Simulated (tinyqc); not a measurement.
Raman shift of the zone-centre optical phonon of a diamond-structure crystal under stress. Changing the stress sigma (tension positive). Computed by tinyqc, a small Python program. Command: `OMP_NUM_THREADS=1 python tinyqc.py 3027675 3027676 out.jsonl ramanstress sweep`. One thread of a shared host (Intel(R) Xeon(R) Processor @ 2.30GHz), about 0.01 s of CPU time with the checks.

Axes x, y, z are the cube axes. Strain shifts the threefold optical mode and can split it; p, q and r are the phonon deformation potentials.

Inputs (values chosen for the exercise, modelled on germanium):
```
quantity                             value      unit
unstrained frequency omega_0         301.2      1/cm
p/omega_0^2                           -1.5         -
q/omega_0^2                          -1.91         -
r/omega_0^2                          -1.15         -
C11                                    127       GPa
C12                                  47.83       GPa
C44                                  66.87       GPa
polarisation angle phi                  10    degree
temperature coefficient d omega/dT  -0.016  1/(cm K)
local temperature T                    310         K
laser wavelength                       532        nm
```

Stress state: biaxial. Axis: [111].

Constants: h = 6.62607015e-34 J s; c = 299792458 m/s; k_B = 1.380649e-23 J/K.

Method:
- S11 = (C11 + C12)/D, S12 = -C12/D, D = (C11 - C12)(C11 + 2 C12), S44 = 1/C44.
- Equal biaxial stress in the plane normal to the axis (unit vector n): sigma_ij = sigma (delta_ij - n_i n_j).
- eps_xx = S11 sigma_xx + S12 (sigma_yy + sigma_zz), and cyclic; eps_xy = S44 sigma_xy/2 (tensor strain).
- Secular matrix: M_xx = p eps_xx + q (eps_yy + eps_zz), M_xy = 2 r eps_xy; its eigenvalues are omega^2 - omega_0^2, and the shifts are these over 2 omega_0.
- gamma = -(p + 2q)/(6 omega_0^2); the mean of the three shifts is -gamma omega_0 x (volume strain).
- Backscattering from a (001) surface: incident polarisation (cos phi, sin phi, 0). With Raman tensors (R_z)_xy = (R_z)_yx = 1 and cyclic, only the z component u_z of a mode counts: I = u_z^2 sin^2(2 phi) for parallel and u_z^2 cos^2(2 phi) for crossed polarisers. An unresolved line sits at the intensity-weighted shift, which is M_zz/(2 omega_0).
- A temperature above 300 K shifts the line by (d omega/dT)(T - 300 K); divided by the shift per stress it poses as a stress; the total shift adds it to the shift of the observed line. The anti-Stokes to Stokes ratio is [(omega_L + omega_0)/(omega_L - omega_0)]^3 exp(-h c omega_0/(k_B T)) in photon counts, omega_L = 1/wavelength, resonance effects left out.

One run for each value; columns: (1) stress sigma (tension positive) (GPa); (2) shift of the observed line (1/cm); (3) mean shift (1/cm); (4) volume strain (per mille); (5) total shift (1/cm):
```
(1)        (2)      (3)      (4)      (5)
-2.40   5.7572   5.7572  -21.558   5.5972
-1.70   4.0780   4.0780  -15.270   3.9180
-1.00   2.3989   2.3989   -8.982   2.2389
-0.34   0.8156   0.8156   -3.054   0.6556
0.34   -0.8156  -0.8156    3.054  -0.9756
1.00   -2.3989  -2.3989    8.982  -2.5589
1.70   -4.0780  -4.0780   15.270  -4.2380
2.40   -5.7572  -5.7572   21.558  -5.9172
```

Over the rows, shift of the observed line (1/cm) falls from 5.76 to -5.76; mean shift (1/cm) falls from 5.76 to -5.76; volume strain (per mille) rises from -21.6 to 21.6. All stress shifts are linear and odd in sigma; the total is offset by the thermal shift, -0.160 per cm, and passes zero between sigma = -0.34 and 0.34 GPa, where stress and heating cancel.

Caution (rows -2.40, 2.40): strains above about 1 % call for terms beyond linear order. Caution (rows -2.40, -1.70, 1.70, 2.40): the modes that take part are split by more than a line width, so two lines are seen and not one at the mean. Caution (all rows): this stress has components normal to the (001) face, so it cannot reach a free (001) surface; it can act on buried material.

Extremes, crossings and ranges named in words are read from the listed rows.
